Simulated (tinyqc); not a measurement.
Avalanche multiplication and breakdown of a junction from ionisation integrals: one step, computed by the program tinyqc.

Ionisation coefficients follow the local field. Position x runs through the depletion layer from the p side (x = 0), where electrons enter, to the n side (x = w), where holes enter. The built-in voltage is neglected.

Question. Coefficients at the critical field. alpha_n = a_n exp(-(b_n/F)^c), alpha_p = a_p exp(-(b_p/F)^c).

Inputs (values chosen for the exercise, modelled on silicon):
```
quantity                   value  unit
electron prefactor a_n    745000  1/cm
electron field b_n      1.24e+06  V/cm
hole prefactor a_p      1.45e+06  1/cm
hole field b_p          2.05e+06  V/cm
exponent c                     1     -
```

Junction: p-i-n with uniform field.

critical field F_m = 0.2820585 MV/cm

Give: alpha_n; alpha_p; ratio k = alpha_p/alpha_n; shorter ionisation length.

Answer.

alpha_n = 9181 1/cm

alpha_p = 1011 1/cm

ratio k = alpha_p/alpha_n = 0.1102

shorter ionisation length = 1.089 micrometre
